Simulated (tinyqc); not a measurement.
Transfer curve: field-effect mobility of a thin-film transistor with band-tail and deep states (multiple trapping). Computed by tinyqc, a small Python program. Command: `OMP_NUM_THREADS=1 python tinyqc.py 3019910 3019911 out.jsonl tft walk`. One thread of a shared host (Intel(R) Xeon(R) Processor @ 2.30GHz), about 0.06 s of CPU time with the checks.

A thick film in accumulation at small drain voltage. Only free electrons move; trapped ones still screen the gate. N_c and mu_0 are held fixed when T changes, leaving out the T^(3/2) growth of N_c. x = E_0 - psi is the distance of the Fermi level below the band edge.

Inputs (values chosen for the exercise, modelled on amorphous In2O3):
```
quantity                                     value         unit
permittivity eps                                 9            -
effective density of states N_c            4.1e+18       1/cm^3
band mobility mu_0                              49   cm^2/(V s)
tail density at the edge g_t               1.1e+20  1/(eV cm^3)
tail width E_t                                  20          meV
deep-state density g_d                     2.8e+16  1/(eV cm^3)
flat-band Fermi level below the edge, E_0      0.5           eV
equivalent oxide thickness t                    13           nm
temperature T                                  200            K
```

Deep states: included.

Constants: k_B = 8.617333262e-05 eV/K; e = 1.602176634e-19 C; eps_0 = 8.8541878128e-12 F/m.

Method:
- F_j(eta) = int_0^infinity x^j/(1 + exp(x - eta)) dx, without a gamma-function factor.
- Integrals over x = E/(k_B T) use 160 Gauss-Legendre points in u = sqrt(x) from 0 to sqrt(max(eta, 0) + 32).
- Free n(x) = N_c (2/sqrt(pi)) F_1/2(-x/k_B T), with F_1/2 from its two-term series in exp(-x/k_B T) for x >= 12 k_B T; tail n_t(x) = int_0^1.2eV g_t exp(-E/E_t)/(1 + exp((x - E)/k_B T)) dE, E counted down from the edge, 120 Gauss-Legendre points; deep charge g_d psi; space charge rho(psi) = n + n_t + g_d psi less its value at psi = 0.
- Poisson: F(psi) = sqrt((2 e/(eps eps_0)) int_0^psi rho dpsi'); V_G - V_FB = psi_s + eps F(psi_s) t/3.9; free sheet density N_f = int (n - n(E_0))/F dpsi; induced sheet density N_i = eps eps_0 F(psi_s)/e; trapezoid rule on 301 even points in psi, the first interval left out of N_f.
- mu_eff = mu_0 N_f/N_i; field-effect mobility mu_FE = mu_0 e (dN_f/dV_G)/C_ox and swing S = dV_G/dlog10(N_f), by a central difference of +/- 2 mV in psi_s; C_ox = 3.9 eps_0/t.

Against the band bending:
```
psi_s (V)  V_G - V_FB (V)  N_f (1/cm^2)  mu_eff (cm^2/(V s))  mu_FE (cm^2/(V s))  S (mV/decade)
0.17               0.2083    3.0335e+04           2.3429e-05          3.7559e-05           55.1
0.25               0.3063    2.0425e+06           1.0722e-03          2.6457e-03           52.6
0.31               0.3803    5.2460e+07           2.2069e-02          6.7802e-02           52.8
0.36               0.4456    7.9242e+08           2.7368e-01          8.8537e-01           61.0
0.40               0.5149    6.4362e+09           1.6557e+00          4.3041e+00          101.9
0.44               0.6459    4.1957e+10           6.0235e+00          1.1433e+01          250.0
0.47               0.8372    1.4334e+11           1.1537e+01          1.9628e+01          497.3
0.51               1.3145    5.8531e+11           2.1502e+01          3.3537e+01         1187.9
0.55               2.1175    1.6344e+12           3.0816e+01          4.1820e+01         2659.2
```

The steepest swing among the rows is 53 mV/decade, close to the estimate for deep states alone, ln(10)(k_B T/e)(1 + sqrt(e eps eps_0 g_d)/C_ox) = 49. mu_eff climbs from 2.3e-5 to 31, 63 % of mu_0 in the last row. Between rows 6 and 7 N_f scales as (V_G - V_FB - psi_s)^2.12; an exponential tail holding all the charge would give the larger of 1 and 2 E_t/k_B T - 1, here 1.32, and free charge alone 1; charge in deep states makes the exponent larger and lets it vary with V_G.
